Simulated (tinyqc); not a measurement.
# Threshold-voltage variability of a planar MOSFET, analytic estimates, step by step

Computed by the program tinyqc: `OMP_NUM_THREADS=1 python tinyqc.py 2090026 2090027 out.jsonl`, one thread of a shared Intel Xeon 2.30GHz, about 0.01 s for the whole run. Printed values are rounded.

Three independent sources add in quadrature: random dopants in the depleted layer, metal-gate grains of two orientations, and roughness of the two gate edges acting through the roll-off VT = VT(long) - Vr exp(-L/l). These are first-order estimates: no three-dimensional electrostatics, no percolation.

Parameters, values chosen for the exercise; material values those of a made-up semiconductor: temperature T = 300 K; band gap Eg = 1.44 eV; relative permittivity of the semiconductor eps_r = 11.4; conduction-band density of states at T Nc = 3.54e19 cm^-3; valence-band density of states at T Nv = 2.28e19 cm^-3; channel doping Na = 6.3e17 cm^-3; oxide-equivalent thickness in inversion ti = 1.4 nm; gate length L = 45 nm; gate width W = 160 nm; metal grain size G = 7 nm; work-function difference of the two grain orientations dW = 0.3 eV; share of the orientation of higher work function p = 0.3; rms roughness of one gate edge De = 1.2 nm; correlation length of the roughness La = 10 nm; decay length of the threshold roll-off l = 12 nm; prefactor of the roll-off Vr = 2.6 V; subthreshold factor n = 1.24; gm/I of a matched pair gI = 25 1/V; spread of the gain factor of one device sb = 2.6 %; number of cells Nb = 65536; wanted yield Y = 0.995.

Constants: q = 1.602176634e-19 C, kB = 1.380649e-23 J/K, Vt = kB T/q, eps0 = 8.8541878128e-14 F/cm where lengths are in cm. Results are converted to the units shown.

Range of the model: The depletion depth exceeds L, so source and drain share much of the charge and the dopant estimate is rough. gI s exceeds 0.2, so the linear formula for the current mismatch is only a rough guide.

## Random dopants

ni = sqrt(Nc Nv) exp(-Eg/(2 Vt)), Eg in volts; Cox = 3.9 eps0/ti; Wd = sqrt(4 eps0 eps_r Vt ln(Na/ni)/(q Na)); dopants: s1 = (q/Cox) sqrt(Na Wd/(3 L W)). The slope A1 = s1 sqrt(L W); mean number of dopants Na L W Wd.

Cox = 2.466524 uF/cm^2
Wd = 49.86138 nm
mean number of dopants = 226.1712
A1 = 0.6646866 mV um
s1 = 7.833406 mV

Counting alone, 1/sqrt(N) of the depletion voltage q Na Wd/Cox = 204 mV, would give sqrt(3) times more: dopants deep in the layer act less on the surface.

## Metal grains and edge roughness

Grains: Ng = L W/G^2 (at least 1), s2 = dW sqrt(p (1 - p)/Ng). Edges, with exponential correlation and u = W/La: the mean gate length has sL^2 = 2 De^2 (2/u)[1 - (1 - exp(-u))/u]; s3 = sL (Vr/l) exp(-L/l).

Ng = 146.9388
s2 = 11.34130 mV
sL = 0.5809475 nm
dVT/dL = 5.095512 mV/nm
s3 = 2.960225 mV

## Total spread, mismatch and leakage

s = sqrt(s1^2 + s2^2 + s3^2). For a pair: s(dVT) = sqrt(2) s; current mismatch sqrt(2) sqrt((gI s)^2 + sb^2); input offset = current mismatch/gI. For a Gaussian VT the off current is log-normal with mean/median = exp(s^2/(2 (n Vt)^2)).

s = 14.09788 mV
s(dVT) = 19.93741 mV
current mismatch = 49.97897 %
input offset = 19.99159 mV
mean/median of Ioff = 1.101535

The grains give 64.7 % of the variance; without them s would be 8.37 mV. A current mismatch this large is beyond the linear estimate.

## Iteration 1: margin in standard deviations for the wanted yield

k at the start = 4

Cells fail independently with probability Q(k) = erfc(k/sqrt(2))/2 when the margin is k standard deviations, and Y = exp(-Nb Q(k)). phi = exp(-k^2/2)/sqrt(2 pi). Newton steps on ln Q(k) = ln(-ln(Y)/Nb): k(new) = k + [ln Q - ln(-ln(Y)/Nb)] Q/phi.

Q(k) = 3.167124e-5
phi = 1.338302e-4
k after iteration 1 = 5.426083

## Iteration 2: margin in standard deviations for the wanted yield

As before.

Q(k) = 2.880213e-8
phi = 1.612797e-7
k after iteration 2 = 5.251668

## Course of the iteration: margin in standard deviations for the wanted yield

Stop when k changes by less than 1e-9, or after 30 iterations.

Course of the iteration:

| iteration | k | \|change\| |
|---|---|---|
| 1 | 5.426083 | 1.43 |
| 2 | 5.251668 | 0.174 |
| 3 | 5.248948 | 2.72e-3 |
| 4 | 5.248948 | 6.61e-7 |
| 5 | 5.248948 | < 1e-12 |

Converged in 5 iterations. At the end the number of correct digits about doubles with each step. With s(dVT) = 19.9 mV, 5.25 standard deviations are 105 mV.
